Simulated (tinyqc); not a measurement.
Inside a calculation. Method: Pariser-Parr-Pople SCF with singles CI, for the molecule O=c1cccccc1 (SMILES; centres numbered as the heavy atoms are written). Computed by tinyqc, a small Python program that keeps every step. Settings: charge = 0, gamma = MN, start = huckel, damping = 0, iteration cap = 67, excitations kept = 6. Command: `OMP_NUM_THREADS=1 python tinyqc.py 28298 28299 out.jsonl` (the two numbers bound the seeds that draw the settings). One thread of a shared host (Intel(R) Xeon(R) Processor @ 2.60GHz), about 0.03 s of CPU time with the checks. Later iterations appear only in the table of the cycle.

## PPP integrals

Centres (angstrom, eV; a flat drawing with bonds scaled to 1.40 angstrom):
```
centre          x          y  core charge z          W   gamma_rr
1O       2.637000   0.000000              1  17.700000  15.200000
2C       1.237000   0.000000              1  11.160000  11.130000
3C       0.629000   1.261000              1  11.160000  11.130000
4C      -0.736000   1.573000              1  11.160000  11.130000
5C      -1.830000   0.700000              1  11.160000  11.130000
6C      -1.830000  -0.700000              1  11.160000  11.130000
7C      -0.736000  -1.573000              1  11.160000  11.130000
8C       0.629000  -1.261000              1  11.160000  11.130000
```

Resonance integrals (eV):
```
i  j       beta
1  2  -2.250000
2  3  -2.140000
3  4  -2.140000
4  5  -2.140000
5  6  -2.140000
6  7  -2.140000
7  8  -2.140000
8  2  -2.140000
```

Mataga-Nishimoto: gamma = 14.399645/(R + a), a = 2 x 14.399645/(gamma_rr + gamma_ss); H_rr = -W_r - sum_(s != r) z_s gamma_rs; H_rs = beta for bonds.

repulsion gamma_rs (eV), lower triangle:
```
           1O         2C         3C         4C         5C         6C         7C         8C
1O  15.200000
2C   5.774219  11.130000
3C   4.155865   5.345691  11.130000
4C   2.990247   3.772432   5.345136  11.130000
5C   2.564361   3.243428   3.773541   5.346273  11.130000
6C   2.564361   3.243428   3.243926   3.773156   5.345539  11.130000
7C   2.990247   3.772432   3.243627   3.243332   3.773156   5.346273  11.130000
8C   4.155865   5.345691   3.773721   3.243627   3.243926   3.773541   5.345136  11.130000
```

core matrix H (eV), lower triangle:
```
            1O          2C          3C          4C          5C          6C          7C          8C
1O  -42.895164
2C   -2.250000  -41.657323
3C    0.000000   -2.140000  -40.041506
4C    0.000000    0.000000   -2.140000  -38.874203
5C    0.000000    0.000000    0.000000   -2.140000  -38.450223
6C    0.000000    0.000000    0.000000    0.000000   -2.140000  -38.450223
7C    0.000000    0.000000    0.000000    0.000000    0.000000   -2.140000  -38.874203
8C    0.000000   -2.140000    0.000000    0.000000    0.000000    0.000000   -2.140000  -40.041506
```

## Starting guess

pi electrons, sum of z_r less the charge = 8

Orbitals of the Hueckel matrix of the beta values.

P at the start, lower triangle:
```
           1O         2C         3C         4C         5C        6C        7C        8C
1O   1.292230
2C   0.768020   0.978552
3C  -0.164901   0.441208   0.945087
4C  -0.304133   0.039662   0.769665   0.964106
5C   0.206601  -0.092764   0.058681   0.533425   0.955416
6C   0.206601  -0.092764  -0.329004   0.049990   0.740267  0.955416
7C  -0.304133   0.039662  -0.101454  -0.122162   0.049990  0.533425  0.964106
8C  -0.164901   0.441208   0.246504  -0.101454  -0.329004  0.058681  0.769665  0.945087
```

## Iteration 1: Fock matrix

F_rr = H_rr + P_rr gamma_rr / 2 + sum_(s != r) P_ss gamma_rs; F_rs = H_rs - P_rs gamma_rs / 2; E = tr P (H + F) / 2 + core repulsion sum_(r<s) z_r z_s gamma_rs.

F (eV), lower triangle:
```
           1O         2C         3C         4C         5C         6C         7C         8C
1O  -8.902641
2C  -4.467358  -5.174078
3C   0.342653  -3.319281  -5.629154
4C   0.454717  -0.074811  -4.196981  -5.996453
5C  -0.264900   0.150436  -0.110717  -3.565917  -6.114302
6C  -0.264900   0.150436   0.533632  -0.094310  -4.118563  -6.114302
7C   0.454717  -0.074811   0.164540   0.198106  -0.094310  -3.565917  -5.996453
8C   0.342653  -3.319281  -0.465118   0.164540   0.533632  -0.110717  -4.196981  -5.629154
```

pi energy = -105.179303 eV

## Iteration 1: orbitals and new P

Diagonalise F (the basis is taken as orthonormal) and form P = 2 sum c c over the lowest orbitals.

orbital energies (eV): -13.512610  -12.196582  -11.112183  -9.347379  -2.854394  -2.505743  0.612243  1.360111

P after iteration 1, lower triangle:
```
           1O         2C         3C         4C         5C        6C        7C        8C
1O   1.529397
2C   0.709196   0.800796
3C  -0.151610   0.444572   0.931746
4C  -0.244128   0.116649   0.771354   0.945225
5C   0.160641  -0.132015   0.058535   0.537643   0.957932
6C   0.160641  -0.132015  -0.319704   0.053022   0.746651  0.957932
7C  -0.244128   0.116649  -0.096223  -0.166362   0.053022  0.537643  0.945225
8C  -0.151610   0.444572   0.254614  -0.096223  -0.319704  0.058535  0.771354  0.931746
```

## Iteration 2: Fock matrix

As before.

F (eV), lower triangle:
```
           1O         2C         3C         4C         5C         6C         7C         8C
1O  -8.337474
2C  -4.297527  -5.062603
3C   0.315035  -3.328272  -5.862842
4C   0.365002  -0.220025  -4.201496  -6.215781
5C  -0.205970   0.214091  -0.110443  -3.577194  -6.321005
6C  -0.205970   0.214091   0.518548  -0.100031  -4.135627  -6.321005
7C   0.365002  -0.220025   0.156056   0.269784  -0.100031  -3.577194  -6.215781
8C   0.315035  -3.328272  -0.480422   0.156056   0.518548  -0.110443  -4.201496  -5.862842
```

pi energy = -105.553175 eV

## Iteration 2: orbitals and new P

As before.

orbital energies (eV): -13.629003  -12.061987  -11.361526  -9.168500  -3.085275  -2.484183  0.393438  1.197703

P after iteration 2, lower triangle:
```
           1O         2C         3C         4C         5C        6C        7C        8C
1O   1.522406
2C   0.720138   0.795350
3C  -0.151521   0.434592   0.929904
4C  -0.239242   0.119376   0.776385   0.949634
5C   0.155084  -0.128990   0.054538   0.532600   0.961585
6C   0.155084  -0.128990  -0.320000   0.048853   0.752603  0.961585
7C  -0.239242   0.119376  -0.090589  -0.170136   0.048853  0.532600  0.949634
8C  -0.151521   0.434592   0.258655  -0.090589  -0.320000  0.054538  0.776385  0.929904
```

## Convergence

Stop when output and input P, before any damping, agree to 1e-7.

Course of the cycle:
```
iteration         E (eV)  largest |P(out) - P(in)|
1          -105.17930340                  2.37e-01
2          -105.55317508                  1.09e-02
3          -105.55831298                  3.39e-03
4          -105.55912374                  1.72e-03
5          -105.55929988                  1.00e-03
6          -105.55934615                  5.86e-04
7          -105.55935993                  3.41e-04
8          -105.55936431                  1.98e-04
9          -105.55936575                  1.15e-04
10         -105.55936622                  6.65e-05
11         -105.55936638                  3.85e-05
12         -105.55936643                  2.23e-05
13         -105.55936645                  1.29e-05
14         -105.55936646                  7.47e-06
15         -105.55936646                  4.32e-06
16         -105.55936646                  2.50e-06
17         -105.55936646                  1.45e-06
18         -105.55936646                  8.37e-07
19         -105.55936646                  4.84e-07
20         -105.55936646                  2.80e-07
21         -105.55936646                  1.62e-07
22         -105.55936646                  9.37e-08
```

Converged in 22 iterations.

## Converged orbitals

Charges are z - P_rr.

orbital energies (eV): -13.627828  -12.080613  -11.348280  -9.211146  -3.059439  -2.479650  0.425117  1.162358

coefficients:
```
         MO1        MO2        MO3        MO4        MO5        MO6        MO7        MO8
1O  0.287055   0.515737   0.000000   0.641446   0.000000   0.392188   0.000000  -0.293856
2C  0.422488   0.466023   0.000000   0.002244   0.000000  -0.451661   0.000000   0.632712
3C  0.355936   0.138782   0.411844  -0.389059   0.511828  -0.129715   0.261565  -0.431111
4C  0.351232  -0.186900   0.528826  -0.190538  -0.211317   0.490739  -0.419152   0.254117
5C  0.345683  -0.451915   0.225229   0.326496  -0.439746  -0.251884   0.505861  -0.078935
6C  0.345683  -0.451915  -0.225229   0.326496   0.439746  -0.251884  -0.505861  -0.078935
7C  0.351232  -0.186900  -0.528826  -0.190538   0.211317   0.490739   0.419152   0.254117
8C  0.355936   0.138782  -0.411844  -0.389059  -0.511828  -0.129715  -0.261565  -0.431111
```

pi charges: 1O -0.519675, 2C 0.208642, 3C 0.066134, 4C 0.051486, 5C 0.037897, 6C 0.037897, 7C 0.051486, 8C 0.066134

## Singles CI, singlets

Over the 6 single excitations with the smallest orbital gaps: A = (e_a - e_i) delta + 2 (ia|jb) - (ij|ab), with (pq|rs) = sum c_mp c_mq gamma_mn c_nr c_ns. f = 2/3 w |mu|^2 in atomic units, mu = sqrt2 sum c_ia sum_m c_mi c_ma R_m.

singlet CI matrix (eV), lower triangle:
```
           4>5       4>6        3>5       3>6       2>5       2>6
4>5   3.141416
4>6   0.000000  4.265619
3>5   0.000000  0.804681   5.249330
3>6  -0.260451  0.000000   0.000000  5.745483
2>5  -0.419572  0.000000   0.000000  0.376730  5.709296
2>6   0.000000  0.361708  -0.465214  0.000000  0.000000  6.465652
```

singlet excitation energies (eV): 3.059659  3.706476  5.356328  5.647100  6.180207  6.627025

oscillator strengths: 0.103085  0.228622  0.000053  1.568029  0.909267  0.051727

## Singles CI, triplets

Over the 6 single excitations with the smallest orbital gaps: A = (e_a - e_i) delta - (ij|ab), with (pq|rs) = sum c_mp c_mq gamma_mn c_nr c_ns.

triplet CI matrix (eV), lower triangle:
```
           4>5        4>6       3>5       3>6       2>5       2>6
4>5   1.532923
4>6   0.000000   1.805803
3>5   0.000000  -0.430439  3.219094
3>6  -0.430439   0.000000  0.000000  3.867951
2>5   0.739494   0.000000  0.000000  0.009293  4.392090
2>6   0.000000  -0.396548  0.009293  0.000000  0.000000  4.594984
```

triplet excitation energies (eV): 1.284494  1.636274  3.329908  3.923458  4.585012  4.653700
